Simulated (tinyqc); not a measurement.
MOSFET in saturation, small-signal circuit and noise: one step of the calculation.

Bias by the inversion coefficient IC = I/Ispec (charge-based model with velocity saturation; weak inversion below 0.1, strong above 10). Common-source circuit: gm, gds, Cgs, Cgd and Cj at the inner nodes, Rg in series with the gate; quasi-static, no source or drain resistance, no gate-body capacitance, no substrate network, no induced gate noise, so fmax is an upper estimate.

Problem. Admittance matrix. Inner admittances at w = 2 pi f: y11 = i w (Cgs + Cgd), y12 = -i w Cgd, y21 = gm - i w Cgd, y22 = gds + i w (Cgd + Cd). Invert to Z, add Rg to Z11 and invert back to Y.

Values chosen for this exercise: signal frequency f = 0.4 GHz.

gm = 0.10551249 mS
gds = 0.0066472868 mS
Cgs = 4.4581408 fF
Cgd = 3.8 fF
Cd = 4.2 fF
Rg = 40.256410 ohm

Wanted: inner y; Y with Rg.

Solution.

inner y (mS):

|  | 1 | 2 |
|---|---|---|
| 1 | 0.00000+0.02075i | 0.00000-0.00955i |
| 2 | 0.10551-0.00955i | 0.00665+0.02011i |

Y with Rg (mS):

|  | 1 | 2 |
|---|---|---|
| 1 | 0.00002+0.02075i | -0.00001-0.00955i |
| 2 | 0.10550-0.00964i | 0.00665+0.02015i |

Computed by the program tinyqc: `OMP_NUM_THREADS=1 python tinyqc.py 2150113 2150114 out.jsonl`, one thread of a shared Intel Xeon 2.30GHz, about 0.01 s for the whole run.
